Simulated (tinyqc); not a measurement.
# Fixed charge and work-function difference from two thicknesses

Question. With a fixed charge q Nf at the interface, Vfb = phi_ms - q Nf tox/(eps0 eox). Find Nf and phi_ms.

Values chosen for this exercise: relative permittivity of the gate insulator (close to hafnium oxide) eox = 22.3.

Constants: q = 1.602176634e-19 C, eps0 = 8.8541878128e-14 F/cm where lengths are in cm. Results are converted to the units shown.

Vfb at tox = 27 and 100 nm (V): [0.99650698, 1.1386714]

Answer. Vfb is a straight line in tox: the slope gives Nf and the intercept at zero thickness phi_ms.

Nf = -2.40e11 cm^-2
phi_ms = 0.944 V

tinyqc, about 0.01 s, one thread, Intel Xeon 2.30GHz (shared host): `OMP_NUM_THREADS=1 python tinyqc.py 2060035 2060036 out.jsonl`
